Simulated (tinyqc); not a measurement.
Resistive crossbar, vector-matrix product with wire resistance: two steps of the calculation.

2 rows and 2 columns. Cell (i, j) joins row node wij to column node bij. Each row is driven at its left end through one wire segment rw; neighbouring nodes along a row or a column are joined by rw; each column ends below the last row in one more rw and a virtual ground, where its current is read. Ideal output: I_j = sum_i V_i G_ij.

Inputs (values chosen for the exercise):

| symbol | value | unit | meaning |
|---|---|---|---|
| rw | 200 | ohm | wire resistance between neighbouring cells |
| V | [0.1, 0.19] | V | input voltages of the rows |

Question 1. Node voltages and column currents. Solve A x = b; I_j = b2j/rw.

A (uS):
```
           w11    w12        w21    w22    b11    b12        b21    b22
w11  10069.000  -5000          0      0    -69      0          0      0
w12      -5000   5068          0      0      0    -68          0      0
w21          0      0  10071.000  -5000      0      0        -71      0
w22          0      0      -5000   5040      0      0          0    -40
b11        -69      0          0      0   5069      0      -5000      0
b12          0    -68          0      0      0   5068          0  -5000
b21          0      0        -71      0  -5000      0  10071.000      0
b22          0      0          0    -40      0  -5000          0  10040
```

b (uA): w11 500, w12 0, w21 950, w22 0, b11 0, b12 0, b21 0, b22 0

Wanted: row nodes; column nodes; column currents.

Answer 1.

row nodes (mV): w11 97.471, w12 96.216, w21 185.96, w22 184.51
column nodes (mV): b11 5.1343, b12 3.9636, b21 3.8601, b22 2.7090
column currents (uA): column 1 19.300, column 2 13.545

Question 2. Error against the ideal product. Ideal I_j = sum_i V_i G_ij; error = I/ideal - 1.

cell conductances G (uS):
```
       column 1  column 2
row 1        69        68
row 2        71        40
```

column currents (uA): column 1 19.300321, column 2 13.545049

Give: ideal currents; error.

Answer 2.

ideal currents (uA): column 1 20.390, column 2 14.400
error (%): column 1 -5.344, column 2 -5.937

The largest error is in column 2. All currents fall short, since the wires take part of the voltage.

Computed by the program tinyqc: `OMP_NUM_THREADS=1 python tinyqc.py 2880053 2880054 out.jsonl`, one thread of a shared Intel Xeon 2.30GHz, about 0.02 s for the whole run.
